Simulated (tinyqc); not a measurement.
Worked calculation: charge control and current of a heterostructure field-effect transistor. Computed by tinyqc, a small Python program that keeps every step. Command: `OMP_NUM_THREADS=1 python tinyqc.py 3017926 3017927 out.jsonl hemt walk`. One thread of a shared host (Intel(R) Xeon(R) Processor @ 2.30GHz), about 0.01 s of CPU time with the checks. Intermediate numbers are printed to about 7 digits and carried at full precision; extremes and crossings named in words are read from the listed rows.

Two subbands in a triangular well; E_F is counted from the conduction band edge of the channel at the interface.

Inputs (values chosen for the exercise, modelled on AlGaN/GaN):
```
quantity                                  value        unit
channel mass m                             0.19         m_0
permittivity eps (barrier and channel)     9.61           -
barrier thickness d                          13          nm
Schottky barrier phi_B                      1.1          eV
conduction band offset dE_c                0.32          eV
polarisation charge sigma/e             1.1e+13      1/cm^2
gate voltage V_G                              0           V
mobility mu                                1900  cm^2/(V s)
saturation velocity v_s                     1.2    1e7 cm/s
gate length L                              1400          nm
source resistance R_S                      0.62      ohm mm
temperature T                               400           K
mixing                                      0.5           -
iteration cap                               200           -
```

Charge source: polarisation. Velocity law: smooth.

Constants: e = 1.602176634e-19 C; eps_0 = 8.8541878128e-12 F/m; k_B = 8.617333262e-05 eV/K; hbar = 1.054571817e-34 J s; m_0 = 9.1093837015e-31 kg; k_B = 1.380649e-23 J/K.

## Threshold and barrier capacitance

Threshold V_T = phi_B - dE_c - sigma d/(eps eps_0) (in volts); C_b = eps eps_0/d.

threshold voltage V_T = -1.912615 V

barrier capacitance C_b = 0.6545288 microfarad/cm^2

The device is normally on.

## First iteration

Charge control: n_s = C_b (V_G - V_T - E_F/e)/e. Well: mean field F = e n_s/(2 eps eps_0), E_i = (hbar^2/2m)^(1/3) [(3 pi e F/2)(i + 3/4)]^(2/3), i = 0, 1; n_s = D k_B T sum_i ln(1 + exp((E_F - E_i)/k_B T)), D = m/(pi hbar^2), which is solved in closed form for E_F. Iteration from n_s = C_b (V_G - V_T)/(2e): E_F from n_s, n_out from the charge control, n_new = n_s + mixing (n_out - n_s), kept above n_s/10; stop when |n_out/n_s - 1| < 1e-9.

starting n_s = 3.906753e+12 1/cm^2

E_0 = 150.2015 meV

E_1 = 264.2361 meV

E_F = 185.5049 meV

n_out = 7.055674e+12 1/cm^2

## Sheet density

The formulas are those given above.

Course of the iteration:
```
iteration  n_s (1/cm^2)  E_F (meV)  |n_out/n_s - 1|
1          3.906753e+12   185.5049     8.060197e-01
2          5.481214e+12   248.7885     2.400802e-01
3          6.139179e+12   273.2486     9.089812e-02
4          6.418199e+12   283.3590     3.703788e-02
5          6.537057e+12   287.6233     1.551731e-02
6          6.587776e+12   289.4355     6.575113e-03
7          6.609434e+12   290.2080     2.799293e-03
...                 ...        ...              ...
19         6.625583e+12   290.7836     1.032505e-07
20         6.625584e+12   290.7836     4.411199e-08
21         6.625584e+12   290.7836     1.884608e-08
22         6.625584e+12   290.7836     8.051662e-09
23         6.625584e+12   290.7836     3.439933e-09
24         6.625584e+12   290.7836     1.469652e-09
25         6.625584e+12   290.7836     6.278833e-10
```

sheet density n_s = 6.625584e+12 1/cm^2

Converged in 25 iterations.

## Levels and gate capacitance

C_g = e dn_s/dV_G = 1/(1/C_b + 1/C_q), 1/C_q = d(E_F/e)/d(e n_s) by a central difference of +/- 0.1 % in n_s; added distance dd = eps eps_0/C_q.

E_0 = 213.6058 meV

E_1 = 375.7776 meV

E_F = 290.7836 meV

share in the second subband = 3.366346 %

gate capacitance C_g = 0.5713741 microfarad/cm^2

added distance dd = 1.891950 nm

C_g is 87 % of C_b: the finite density of states and the rise of E_0 act as 1.9 nm of extra barrier.

## Saturation current

With V = e n_s/C_g and V_c = v_s L/mu: for v = mu F/(1 + mu F/v_s), V_Dsat = V_c (sqrt(1 + 2V/V_c) - 1) and I/W = C_g v_s (V - V_Dsat); g_m = dI/dV; extrinsic g_m/(1 + g_m R_S); f_T = g_m/(2 pi C_g L).

V = 1.857864 V

V_c = 0.8842105 V

V_Dsat = 1.132548 V

saturation current I/W = 497.3124 mA/mm

intrinsic g_m = 385.0388 mS/mm

extrinsic g_m = 310.8350 mS/mm

intrinsic f_T = 7.660834 GHz

V/V_c = 2.10: between the square law and full saturation; I is 39 % of e n_s v_s = 1270 mA/mm.

## Gate length

The formulas are those given above.

Scaling; the last columns are v_s/(2 pi L) and mu V/(2 pi L^2):
```
L (nm)  I/W (mA/mm)  g_m (mS/mm)  extrinsic g_m (mS/mm)     f_T (GHz)  velocity limit (GHz)  mobility limit (GHz)
30         1104.443     636.8118               456.5537  5.912749e+02              636.6198          6.242309e+04
60         1041.232     616.7574               446.1531  2.863273e+02              318.3099          1.560577e+04
120         958.261     588.7096               431.2891  1.366531e+02              159.1549          3.901443e+03
250         845.881     547.2200               408.5938  6.097075e+01               76.3944          8.988925e+02
500         716.731     493.7527               378.0282  2.750674e+01               38.1972          2.247231e+02
1000        570.760     424.3092               335.9344  1.181904e+01               19.0986          5.618078e+01
2000        420.447     340.2949               281.0072  4.739418e+00                9.5493          1.404519e+01
5000        244.619     220.9114               194.2992  1.230687e+00                3.8197          2.247231e+00
```

f_T scales as L^-1.05 at the short end and L^-1.47 at the long end; the two limits cross at L = mu V/v_s = 2940 nm. g_m tends to C_g v_s = 686 mS/mm, and R_S cuts it by 28 % at the shortest gate. Fringe capacitances and short-channel effects, left out, lower f_T once L is below about ten barrier thicknesses.

Checks made by the program: iterated density against a bracketing root search (relative difference 6e-10).
